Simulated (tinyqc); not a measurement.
Comparisons within one model: Kane-Mele model of a buckled honeycomb layer in a normal field. A value that a table varies takes the place of the one given here.

Sublattices A and B lie at +/-b, so the field gives them the energies +/-D, D = e b Ez (in eV for b in angstrom and Ez in V/angstrom); 2 lam is the gap at zero field. Near the valleys tau = +/-1, for spin sz = +/-1: H = hbar v (tau qx sx + qy sy) + m sz_AB with m = D - tau sz lam, hbar v = (sqrt3/2) a t. On the lattice the spin-orbit term is the second-neighbour hopping i (lam/3 sqrt3) nu sz, nu = +/-1 by the sense of the turn. The filled band of one cone contributes tau sign(m)/2 to the Chern number, in the sense Omega = curl of i<u|grad u>. Rashba terms are left out.

Zigzag ribbon of N chains, sites A1, B1, A2, ...; k in 1/a. Bonds -2t cos(k/2) (A_n to B_n) and -t (B_n to A_(n+1)); diagonal +/-(D + 2 l2 sz sin k) on A and B; A_n to A_(n+1): -2 l2 sz sin(k/2), B_n to B_(n+1): the opposite; l2 = lam/(3 sqrt3).

Constants: kB = 8.617333262e-05 eV/K; hbar^2/2m0 = 3.80998211 eV angstrom^2.

Values chosen for the exercise (of the size used for germanene; not measured data):
- a = 4.04 angstrom (lattice constant)
- t = 1.26 eV (hopping)
- lam = 0.058 eV (spin-orbit half gap)
- b = 0.33 angstrom (half the buckling height)
- Ez = 0.3 V/angstrom (normal field at the atoms, after screening; 0.01 is 1 MV/cm, and gates reach some 0.05)
- N = 12 (chains)

## Edge bands of a zigzag ribbon

The two middle levels for each spin, and the weight of the upper one on the half of the ribbon that holds A1.

Middle levels (meV):

| k/pi | up, lower | up, upper | up, weight | down, lower | down, upper | down, weight |
|---|---|---|---|---|---|---|
| 0.6 | -367.848 | 367.848 | 0.59 | -336.696 | 336.696 | 0.52 |
| 0.7 | -174.644 | 174.644 | 0.83 | -98.121 | 98.121 | 0.67 |
| 0.8 | -138.305 | 138.305 | 1.00 | -59.652 | 59.652 | 1.00 |
| 0.9 | -119.622 | 119.622 | 1.00 | -78.256 | 78.256 | 1.00 |
| 1.0 | -98.938 | 98.938 | 1.00 | -98.938 | 98.938 | 1.00 |
| 1.1 | -78.256 | 78.256 | 1.00 | -119.622 | 119.622 | 1.00 |
| 1.2 | -59.652 | 59.652 | 1.00 | -138.305 | 138.305 | 1.00 |
| 1.3 | -98.121 | 98.121 | 0.67 | -174.644 | 174.644 | 0.83 |
| 1.4 | -336.696 | 336.696 | 0.52 | -367.848 | 367.848 | 0.59 |

How do the results move?

From k/pi = 0.8 to 1.2 the upper level stays on one edge and the spacing of the pair is at least 119.30 meV. D > lam, so the edge bands need not cross: each leaves and rejoins the same bulk band. At k = pi the levels are -98.938 and 98.938 meV, with D = 99.000 meV and lam = 58 meV.

## Closing and reopening the gap

Ez = f lam/b. Gap 2 |D - lam|, second gap 2 (D + lam), Z2 index, and the temperature at which kB T equals the gap.

Against field:

| f | Ez (V/angstrom) | gap (meV) | second gap (meV) | Z2 | gap/kB (K) |
|---|---|---|---|---|---|
| 0.00 | 0 | 116.000 | 116.000 | 1 | 1346.1 |
| 0.25 | 0.0439 | 87.000 | 145.000 | 1 | 1009.6 |
| 0.50 | 0.0879 | 58.000 | 174.000 | 1 | 673.1 |
| 0.75 | 0.132 | 29.000 | 203.000 | 1 | 336.5 |
| 0.90 | 0.158 | 11.600 | 220.400 | 1 | 134.6 |
| 1.10 | 0.193 | 11.600 | 243.600 | 0 | 134.6 |
| 1.50 | 0.264 | 58.000 | 290.000 | 0 | 673.1 |
| 2.00 | 0.352 | 116.000 | 348.000 | 0 | 1346.1 |
| 3.00 | 0.527 | 232.000 | 464.000 | 0 | 2692.2 |

What can be read from the table?

The gap closes at Ez = 0.1758 V/angstrom, 17.6 MV/cm at the atoms (the applied field must be larger by the screening), and is back at its zero-field size at twice that. At zero field it is 116.0 meV, above kB T at 300 K (25.9 meV).

## What each parameter does

Smaller and larger gap, hbar v, and the mass 2c|m|/(hbar v)^2 at the smaller gap, c = hbar^2/2m0. Each row changes one parameter from the base and keeps the others.

Results:

| case | smaller gap (meV) | larger gap (meV) | hbar v (eV angstrom) | mass (m0) |
|---|---|---|---|---|
| base | 82.000 | 314.000 | 4.4084 | 0.01608 |
| a = 4.444 angstrom | 82.000 | 314.000 | 4.8493 | 0.01329 |
| t = 1.386 eV | 82.000 | 314.000 | 4.8493 | 0.01329 |
| lam = 0.0638 eV | 70.400 | 325.600 | 4.4084 | 0.01380 |
| Ez = 0.33 V/angstrom | 101.800 | 333.800 | 4.4084 | 0.01996 |

What does this show?

The largest shifts from the base row, up to three for each result and ties (the steps differ in size, so this ranks the rows, not the parameters). smaller gap (meV): Ez +19.800, lam -11.600; unchanged at the printed digits by a and t. larger gap (meV): Ez +19.800, lam +11.600; unchanged at the printed digits by a and t. hbar v (eV angstrom): a +0.4408, t +0.4408; unchanged at the printed digits by lam and Ez. mass (m0): Ez +0.00388, a -0.00279, t -0.00279.

Run: tinyqc, `OMP_NUM_THREADS=1 python tinyqc.py 1481563 1481564 out.jsonl`; Intel(R) Xeon(R) Processor @ 2.30GHz, one thread, shared host; about 0.01 s of CPU time with all checks.
